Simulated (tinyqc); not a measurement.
Pariser-Parr-Pople SCF with singles CI, for the molecule O=C1C=CC(=O)C=C1 (SMILES; centres numbered as the heavy atoms are written), step by step. One step of it, computed by the program tinyqc.

Question. Iteration 3: Fock matrix. F_rr = H_rr + P_rr gamma_rr / 2 + sum_(s != r) P_ss gamma_rs; F_rs = H_rs - P_rs gamma_rs / 2; E = tr P (H + F) / 2 + core repulsion sum_(r<s) z_r z_s gamma_rs.

P after iteration 2, order 1O, 2C, 3C, 4C, 5C, 6O, 7C, 8C:
$$\begin{pmatrix}
1.353072 & 0.792211 & 0.015543 & -0.271394 & -0.119752 & 0.292591 & -0.271394 & 0.015543 \\
0.792211 & 0.754029 & 0.366152 & 0.119400 & -0.030215 & -0.119752 & 0.119400 & 0.366152 \\
0.015543 & 0.366152 & 0.946450 & 0.868812 & 0.119400 & -0.271394 & -0.131188 & -0.053550 \\
-0.271394 & 0.119400 & 0.868812 & 0.946450 & 0.366152 & 0.015543 & -0.053550 & -0.131188 \\
-0.119752 & -0.030215 & 0.119400 & 0.366152 & 0.754029 & 0.792211 & 0.366152 & 0.119400 \\
0.292591 & -0.119752 & -0.271394 & 0.015543 & 0.792211 & 1.353072 & 0.015543 & -0.271394 \\
-0.271394 & 0.119400 & -0.131188 & -0.053550 & 0.366152 & 0.015543 & 0.946450 & 0.868812 \\
0.015543 & 0.366152 & -0.053550 & -0.131188 & 0.119400 & -0.271394 & 0.868812 & 0.946450
\end{pmatrix}$$

core matrix H (eV), order 1O, 2C, 3C, 4C, 5C, 6O, 7C, 8C:
$$\begin{pmatrix}
-42.581627 & -2.510000 & 0.000000 & 0.000000 & 0.000000 & 0.000000 & 0.000000 & 0.000000 \\
-2.510000 & -41.609383 & -2.390000 & 0.000000 & 0.000000 & 0.000000 & 0.000000 & -2.390000 \\
0.000000 & -2.390000 & -40.209636 & -2.390000 & 0.000000 & 0.000000 & 0.000000 & 0.000000 \\
0.000000 & 0.000000 & -2.390000 & -40.209636 & -2.390000 & 0.000000 & 0.000000 & 0.000000 \\
0.000000 & 0.000000 & 0.000000 & -2.390000 & -41.609383 & -2.510000 & -2.390000 & 0.000000 \\
0.000000 & 0.000000 & 0.000000 & 0.000000 & -2.510000 & -42.581627 & 0.000000 & 0.000000 \\
0.000000 & 0.000000 & 0.000000 & 0.000000 & -2.390000 & 0.000000 & -40.209636 & -2.390000 \\
0.000000 & -2.390000 & 0.000000 & 0.000000 & 0.000000 & 0.000000 & -2.390000 & -40.209636
\end{pmatrix}$$

repulsion gamma_rs (eV), order 1O, 2C, 3C, 4C, 5C, 6O, 7C, 8C:
$$\begin{pmatrix}
15.200000 & 5.774219 & 4.092627 & 3.001369 & 2.720105 & 2.199311 & 3.001369 & 4.092627 \\
5.774219 & 11.130000 & 5.346287 & 3.872515 & 3.517455 & 2.720105 & 3.872515 & 5.346287 \\
4.092627 & 5.346287 & 11.130000 & 5.345539 & 3.872515 & 3.001369 & 3.518103 & 3.873196 \\
3.001369 & 3.872515 & 5.345539 & 11.130000 & 5.346287 & 4.092627 & 3.873196 & 3.518103 \\
2.720105 & 3.517455 & 3.872515 & 5.346287 & 11.130000 & 5.774219 & 5.346287 & 3.872515 \\
2.199311 & 2.720105 & 3.001369 & 4.092627 & 5.774219 & 15.200000 & 4.092627 & 3.001369 \\
3.001369 & 3.872515 & 3.518103 & 3.873196 & 5.346287 & 4.092627 & 11.130000 & 5.345539 \\
4.092627 & 5.346287 & 3.873196 & 3.518103 & 3.872515 & 3.001369 & 5.345539 & 11.130000
\end{pmatrix}$$

Centres (angstrom, eV; a flat drawing with bonds scaled to 1.40 angstrom):
```
centre          x          y  core charge z          W   gamma_rr
1O       2.800000   0.000000              1  17.700000  15.200000
2C       1.400000   0.000000              1  11.160000  11.130000
3C       0.700000   1.212000              1  11.160000  11.130000
4C      -0.700000   1.212000              1  11.160000  11.130000
5C      -1.400000   0.000000              1  11.160000  11.130000
6O      -2.800000   0.000000              1  17.700000  15.200000
7C      -0.700000  -1.212000              1  11.160000  11.130000
8C       0.700000  -1.212000              1  11.160000  11.130000
```

Give: F; pi energy.

Answer.

F (eV), order 1O, 2C, 3C, 4C, 5C, 6O, 7C, 8C:
$$\begin{pmatrix}
-9.489 & -4.797 & -0.032 & 0.407 & 0.163 & -0.322 & 0.407 & -0.032 \\
-4.797 & -5.817 & -3.369 & -0.231 & 0.053 & 0.163 & -0.231 & -3.369 \\
-0.032 & -3.369 & -6.338 & -4.712 & -0.231 & 0.407 & 0.231 & 0.104 \\
0.407 & -0.231 & -4.712 & -6.338 & -3.369 & -0.032 & 0.104 & 0.231 \\
0.163 & 0.053 & -0.231 & -3.369 & -5.817 & -4.797 & -3.369 & -0.231 \\
-0.322 & 0.163 & 0.407 & -0.032 & -4.797 & -9.489 & -0.032 & 0.407 \\
0.407 & -0.231 & 0.231 & 0.104 & -3.369 & -0.032 & -6.338 & -4.712 \\
-0.032 & -3.369 & 0.104 & 0.231 & -0.231 & 0.407 & -4.712 & -6.338
\end{pmatrix}$$

pi energy = -114.010 eV
